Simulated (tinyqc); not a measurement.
Tight binding, kagome lattice, step by step. Computed by tinyqc, a small Python program that keeps every step. Settings: t1 = 1.7, t2 = 1.45, delta = 0, bands filled = 2. Command: `OMP_NUM_THREADS=1 python tinyqc.py 27449 27450 out.jsonl` (the two numbers bound the seeds that draw the settings). One thread of a shared host (Intel(R) Xeon(R) Processor @ 2.60GHz), about 0.01 s of CPU time with the checks.

## Bloch Hamiltonian at k

Parameters chosen for this model:
```
parameter     value                unit
t1         1.700000    eV, up triangles
t2         1.450000  eV, down triangles
delta             0        eV on site C
```

k point k (fractions of the reciprocal vectors): [-0.030000, 0.470000]

H_AB = -t1 - t2 exp(-i k.a1), H_AC = -t1 - t2 exp(-i k.a2), H_BC = -t1 - t2 exp(i k.(a1 - a2)), H_CC = delta.

H(k) at k (eV), order A, B, C:
```
[[0.000000, -3.124317-0.271703i, -0.275683+0.271703i],
 [-3.124317+0.271703i, 0.000000, -0.250000],
 [-0.275683-0.271703i, -0.250000, 0.000000]]
```

## Levels at k

Diagonalise the Hermitian matrix.

eigenvalues (eV): [-3.189195, 0.039195, 3.150000]

weights |c|^2 of the basis functions, order A, B, C:
```
[[0.493930, 0.006070, 0.500000],
 [0.489663, 0.014765, 0.495572],
 [0.016408, 0.979164, 0.004428]]
```

## Bloch Hamiltonian at K

k point K (fractions of the reciprocal vectors): [0.333333, 0.666667]

As before.

H(k) at K (eV), order A, B, C:
```
[[0.000000, -0.975000+1.255737i, -0.975000-1.255737i],
 [-0.975000-1.255737i, 0.000000, -0.975000+1.255737i],
 [-0.975000+1.255737i, -0.975000-1.255737i, 0.000000]]
```

## Levels at K

As before.

eigenvalues (eV): [-1.950000, -1.200000, 3.150000]

weights |c|^2 of the basis functions, order A, B, C:
```
[[0.333333, 0.333333, 0.333333],
 [0.333333, 0.333333, 0.333333],
 [0.333333, 0.333333, 0.333333]]
```

## Bands along a path

The same steps at evenly spaced points between the labelled ones.

Bands along the path (eV):
```
k             band 1     band 2    band 3
G          -6.300000   3.150000  3.150000
G-K 0.33   -5.568108   2.418108  3.150000
G-K 0.67   -3.723281   0.573281  3.150000
K          -1.950000  -1.200000  3.150000
K-M 0.33   -2.490703  -0.659297  3.150000
K-M 0.67   -3.005683  -0.144317  3.150000
M          -3.189195   0.039195  3.150000
M-K' 0.33  -3.005683  -0.144317  3.150000
M-K' 0.67  -2.490703  -0.659297  3.150000
K'         -1.950000  -1.200000  3.150000
```

With 2 band(s) filled, the highest filled level on these points lies at G and the lowest empty one at G-K 0.33: the bands touch or overlap, so there is no gap.
